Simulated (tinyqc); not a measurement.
Doping and voltage from widths and field.

Inverse problem. In the depletion approximation an abrupt p-n junction has a triangular field: peak E = q Nd xn/(eps0 eps_r) = q Na xp/(eps0 eps_r), W = xn + xp, and Vbi - V = E W/2. Find Nd, Na and Vbi - V.

Values chosen for this exercise:

| symbol | value | unit | meaning |
|---|---|---|---|
| eps_r | 12.4 |  | relative permittivity |

Constants: q = 1.602176634e-19 C, eps0 = 8.8541878128e-14 F/cm where lengths are in cm. Results are converted to the units shown.

W = 832.91930 nm
peak field = 19.285060 kV/cm
xn = 6.9554848 nm

Solution. Gauss's law on each side gives its doping from the peak field and its width; the voltage is the area of the triangle.

Nd = 1.90e17 cm^-3
Na = 1.60e15 cm^-3
Vbi - V = 0.803 V

Program tinyqc, `OMP_NUM_THREADS=1 python tinyqc.py 2000053 2000054 out.jsonl`; Intel Xeon 2.30GHz, shared host, one thread, about 0.03 s.
